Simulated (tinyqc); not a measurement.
# From one set of inputs to another, one input at a time

Model: donor in an ellipsoidal valley (Kohn-Luttinger variational method). Computed by tinyqc, a small Python program. Command: `OMP_NUM_THREADS=1 python tinyqc.py 3022958 3022959 out.jsonl kohnlutt ladder`. One thread of a shared host (Intel(R) Xeon(R) Processor @ 2.30GHz), about 0.1 s of CPU time with the checks.

H = -(d^2/dx^2 + d^2/dy^2) - gamma d^2/dz^2 - 2/r in units built on m_t, with gamma = m_t/m_l and z along the valley axis. One valley; no valley-orbit or central-cell term.

The inputs printed are set A. Set A is modelled on diamond; the values taken over come from a set modelled on GaP. Inputs not listed in the table keep their values of set A, so the rows need not describe a real material.

Inputs (values chosen for the exercise, modelled on diamond): transverse mass m_t = 0.344 m_0; longitudinal mass m_l = 1.48 m_0; dielectric constant eps = 5.61.

Constants: Ry = 13.605693123 eV; a_0 = 0.529177210903 angstrom.

Method:
- Ry* = Ry m_t/eps^2, a* = a_0 eps/m_t, gamma = m_t/m_l.
- Trial function exp(-sqrt((x^2 + y^2)/a^2 + z^2/b^2)) with beta = b/a < 1: E = t/a^2 - u/a, t = (2 + gamma/beta^2)/3, u = 2 arcsin(sqrt(1 - beta^2))/sqrt(1 - beta^2); the best a is 2 t/u and E(beta) = -u^2/(4 t).
- Golden-section search on beta from 0.05 to 0.999, 60 steps.
- Gaussian basis: g = P exp(-al (x^2 + y^2) - be z^2) with P = 1 (s-like), z (2p0) or x (2p+-); al = 0.004 x 2.6^k, k = 0..11, and be/al = 1, gamma^(-1/2) or 1/gamma (36 functions); 1/r = (2/sqrt(pi)) int exp(-t^2 r^2) dt by 48 Gauss-Legendre points after t = sqrt(al_i + al_j) tan(theta); overlap eigenvalues below 1e-10 are dropped.

Each row keeps all changes above it; columns: (1) input moved; (2) from; (3) to; (4) 1s binding energy, trial function (meV); (5) 2p+- binding energy (meV); (6) radius a of the 1s trial function (angstrom):
```
(1)                            (2)    (3)     (4)     (5)     (6)
set A                            -      -  226.57  47.075   6.573
longitudinal mass m_l (m_0)   1.48   1.19  214.47  45.740   6.812
transverse mass m_t (m_0)    0.344  0.252  169.78  34.890   8.841
dielectric constant eps       5.61   10.9   44.97   9.242  17.178
```

1s binding energy, trial function goes from 227 to 45.0, a factor 0.198 in all. The largest single move comes from dielectric constant eps (a factor 0.265). 2p+- binding energy goes from 47.1 to 9.24, a factor 0.196 in all. The largest single move comes from dielectric constant eps (a factor 0.265). Radius a of the 1s trial function goes from 6.57 to 17.2, a factor 2.61 in all. The largest single move comes from dielectric constant eps (a factor 1.94). The single moves hold for this order of the switches; the total does not depend on the order.

Caution (rows set A, longitudinal mass m_l, transverse mass m_t): a* is only a few bond lengths, so central-cell and valley-orbit terms are large. Caution (rows set A, longitudinal mass m_l, transverse mass m_t): the short radius is only a few bond lengths, so the envelope approximation is rough.

Extremes, crossings and ranges named in words are read from the listed rows.
